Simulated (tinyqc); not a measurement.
Resonant-tunnelling diode, transfer matrices and Tsu-Esaki current: two steps of the calculation.

Emitter (band edge 0), barrier d1, well Lw, barrier d2, spacer ds, collector (edge -V). The bias drops linearly over these layers and none in the contacts; each layer is cut into ns equal slices, flat at the value of their centres. E is the energy of motion across the layers, C = hbar^2/(2 m0), psi and psi'/m are continuous. Transport is coherent, T(E) is taken as independent of the transverse momentum, and charge in the well is ignored.

Inputs (values chosen for the exercise); masses and offsets of a made-up heterostructure: temperature T = 300 K; mass in the well, spacer and contacts mw = 0.26 m0; slices in each layer ns = 3; Fermi energy of both contacts above their band edges Ef = 0.27 eV; bias of the collector V = 1.1 V; trial energy E = 0.16198 eV.

Constants: q = 1.602176634e-19 C, kB = 1.380649e-23 J/K, hbar = 1.054571817e-34 J s, m0 = 9.1093837015e-31 kg, Vt = kB T/q, hbar^2/(2 m0) = 0.0380998212 eV nm^2. Results are converted to the units shown.

Question 1. Running product of the slice matrices at the trial energy. For the pair (psi, psi'/m) a flat layer has M = [[cos kd, (m/k) sin kd], [-(k/m) sin kd, cos kd]] with k = sqrt(m (E - U)/C) above its edge U, and M = [[cosh Kd, (m/K) sinh Kd], [(K/m) sinh Kd, cosh Kd]] with K = sqrt(m (U - E)/C) below it. Later slices stand to the left. With M acting on (psi, psi'/m) and v = k/m in each lead, T(E) = 4 vL vR/[(vL vR M12 - M21)^2 + (vR M11 + vL M22)^2]. vL = sqrt(mw E/C)/mw, vR = sqrt(mw (E + V)/C)/mw.

U, slice 0 to 11 (eV): [1.0781095, 1.0343284, 0.9905473, -0.1587065, -0.2134328, -0.2681592, 0.7825871, 0.7388060, 0.6950249, -0.5390547, -0.7634328, -0.9878109]
m, slice 0 to 11 (m0): [0.5, 0.5, 0.5, 0.26, 0.26, 0.26, 0.5, 0.5, 0.5, 0.26, 0.26, 0.26]
width, slice 0 to 11 (nm): [0.26666667, 0.26666667, 0.26666667, 0.33333333, 0.33333333, 0.33333333, 0.26666667, 0.26666667, 0.26666667, 1.3666667, 1.3666667, 1.3666667]

Find: Product after each layer; T(E).

Answer 1.

Product after each layer:
```
               M11  M12 (nm)  M21 (1/nm)      M22
barrier d1   7.676     1.102       50.43    7.370
well         8.451     1.234      -52.25   -7.514
barrier d2  -2.676   -0.2950      -25.10   -3.140
spacer       3.506    0.4118      -3.924  -0.1757
```

T(E) = 0.09011

Question 2. Current from the resonance alone. J = J0 times the integral over E > 0 of T(E) N(E), N = ln[(1 + exp((Ef - E)/Vt))/(1 + exp((Ef - V - E)/Vt))], J0 = q^2 mw m0 kB T/(2 pi^2 hbar^3) (times 1e-4 for A/cm^2 per eV). For a sharp resonance J = J0 (pi G/2) Tp N(Er), with Er the peak energy, Tp the peak transmission and G the full width at half maximum (in eV). The three values given are estimates from a parabola through three points of 1/T(E).

Er = 0.15284444 eV
Tp = 0.76389853
G = 6.4634579 meV

Give: J0; N(Er); J.

Answer 2.

J0 = 1.088e8 A/(cm^2 eV)
N(Er) = 4.542
J = 3832 kA/cm^2

The full integral over T(E) gives 3721 kA/cm^2; the value above is 3.0 % above it.

Numbers from tinyqc (`OMP_NUM_THREADS=1 python tinyqc.py 2600136 2600137 out.jsonl`; about 0.3 s on one thread of a shared Intel Xeon 2.30GHz).
